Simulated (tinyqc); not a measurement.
## Pull-up strength from the switching point

Question. Transistor (EKV form, voltages against the body): I = 2 n b Vt^2 [F(vp - Vs) - F(vp - Vd)] from drain to source, F(v) = ln^2(1 + exp(v/(2 Vt))), vp = (Vg - VT + sg |Vd - Vs|)/n. n-channel bodies are at 0; for the p-channel device all voltages are counted down from Vdd. b in uA/V^2 gives I in uA. In an inverter In(Vg = Vd = VM) equals Ip at the switching point VM. Find bp and the current there.

Values chosen for this exercise:
- T = 350 K (temperature)
- Vdd = 0.9 V (supply voltage)
- n = 1.44 (slope factor)
- sg = 0.097 (drain-induced barrier lowering)
- VTn = 0.41 V (n-channel threshold)
- VTp = 0.41 V (p-channel threshold (magnitude))
- bn = 490 uA/V^2 (gain factor of the pull-down transistor)

Constants: q = 1.602176634e-19 C, kB = 1.380649e-23 J/K, Vt = kB T/q. Results are converted to the units shown.

VM = 0.45 V

Solution. Ip is proportional to bp, so bp is In(VM) over the p-channel current for unit b.

bp = 490.0 uA/V^2
current at VM = 2.124 uA

Numbers from tinyqc (`OMP_NUM_THREADS=1 python tinyqc.py 2340049 2340050 out.jsonl`; about 0.04 s on one thread of a shared Intel Xeon 2.30GHz).
